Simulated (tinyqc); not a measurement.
Phonon transmission through an interface between two chains by Green functions: one step, computed by the program tinyqc. Command: `OMP_NUM_THREADS=1 python tinyqc.py 3012465 3012466 out.jsonl agf walk`. One thread of a shared host (Intel(R) Xeon(R) Processor @ 2.30GHz), about 0.01 s of CPU time with the checks.

Two semi-infinite chains (masses m_1, m_2; springs k_1, k_2), motion along the chain. The central region holds the end atom of each chain and one interlayer atom of mass m_b, joined by springs k_b. lambda = omega^2 in eV/(angstrom^2 u); nu = 15.6333042 THz x sqrt(lambda).

Task: Band tops and impedances. nu_max = 15.6333042 THz x 2 sqrt(k/m); impedance Z = sqrt(k m); long-wave transmission 4 Z_1 Z_2/(Z_1 + Z_2)^2; the probe frequency is the given share of the lower band top.

Inputs (values chosen for the exercise, for two model chains):
```
quantity                          value           unit
mass m_1                             25              u
spring k_1                          5.1  eV/angstrom^2
mass m_2                           25.8              u
spring k_2                         2.11  eV/angstrom^2
probe frequency / lower band top   0.43              -
```

Atoms in the interlayer: one.

Constants: nu for 1 eV/(angstrom^2 u) = 15.6333042 THz.

Give: band top of chain 1; band top of chain 2; Z_1; Z_2; long-wave transmission; probe frequency.

Result:

band top of chain 1 = 14.12 THz

band top of chain 2 = 8.942 THz

Z_1 = 11.29 sqrt(eV u)/angstrom

Z_2 = 7.378 sqrt(eV u)/angstrom

long-wave transmission = 0.9561

probe frequency = 3.845 THz
